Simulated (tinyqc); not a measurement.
Decay of LO phonons and the hot-phonon bottleneck in the cooling of electrons: one step, computed by the program tinyqc. Command: `OMP_NUM_THREADS=1 python tinyqc.py 3025845 3025846 out.jsonl hotphonon walk`. One thread of a shared host (Intel(R) Xeon(R) Processor @ 2.30GHz), about 0.01 s of CPU time with the checks.

n(E, T) = 1/(exp(E/(k_B T)) - 1) is the Bose occupation. Electrons have a temperature T_e; the LO modes within their reach share one occupation N; the decay products stay at the lattice temperature.

Problem. Spontaneous emission time. Froehlich coupling alpha = (e^2/(4 pi eps_0)) (1/eps_inf - 1/eps_s) k_0/(2 hbar omega), k_0 = sqrt(m* hbar omega/(hbar^2/(2 m_0))); emission time tau_sp = hbar/(2 alpha hbar omega); bottleneck ratio r = (n/N_m) tau/tau_sp.

Inputs (values chosen for the exercise, modelled on gallium oxide):
```
quantity,value,unit
LO energy hbar omega,43.9,meV
lattice temperature T,300,K
electron mass m*,0.288,m_0
eps_inf,3.55,-
static dielectric constant eps_s,10.3,-
electron density n,1.5e+19,1/cm^3
"density of LO modes that the electrons reach, N_m",7.6e+19,1/cm^3
```

Decay channel: two unequal phonons (Ridley).

phonon lifetime tau = 0.5683823 ps

Constants: e^2/(4 pi eps_0) = 14.39964548 eV angstrom; hbar^2/(2 m_0) = 3.80998212 eV angstrom^2; hbar = 6.582119569e-16 eV s.

Give: alpha; emission time tau_sp; bottleneck ratio r.

Solution.

alpha = 1.7441

emission time tau_sp = 4.2984 fs

bottleneck ratio r = 26.098

r compares the rate at which electrons exchange quanta with a mode to its decay rate. Exchange outruns decay, so a hot population builds up if the power is high enough. Caution: alpha is above 1/2, so hbar/tau_sp exceeds hbar omega and the emission time, a weak-coupling result, is only rough.
